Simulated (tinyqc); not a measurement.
From results back to parameters: six-band k.p model of the valence band of a wurtzite crystal. Three cases, with inputs chosen for the exercise.

Problem. In the quasi-cubic model the splittings of an unstrained wurtzite crystal obey (E1 - E2) + (E1 - E3) = Dcr + Dso and (E1 - E2)(E1 - E3) = (2/3) Dcr Dso. The two splittings are given, and it is known that Dcr < Dso.

Find: sum; product; Dcr; Dso.

Method. Dcr and Dso are the roots of t^2 - S t + (3/2) P = 0; the energies alone cannot tell which is which, since the formulas are symmetric in the two.

Case 1.

E1 - E2, E1 - E3 (meV): 27.1767  441.8233

Solution.

sum = 469.00 meV
product = 12007.3 meV^2
Dcr = 42.2 meV
Dso = 426.8 meV

Case 2.

E1 - E2, E1 - E3 (meV): 14.2961  76.4039

Solution.

sum = 90.70 meV
product = 1092.3 meV^2
Dcr = 24.9 meV
Dso = 65.8 meV

Case 3.

E1 - E2, E1 - E3 (meV): 26.0662  417.3338

Solution.

sum = 443.40 meV
product = 10878.3 meV^2
Dcr = 40.5 meV
Dso = 402.9 meV

Computed by tinyqc, one run a case: `OMP_NUM_THREADS=1 python tinyqc.py N N+1 out.jsonl` with N = 1050914, 1050951, 1050991; one thread of a shared Intel(R) Xeon(R) Processor @ 2.30GHz, about 0.01 s a run at most.
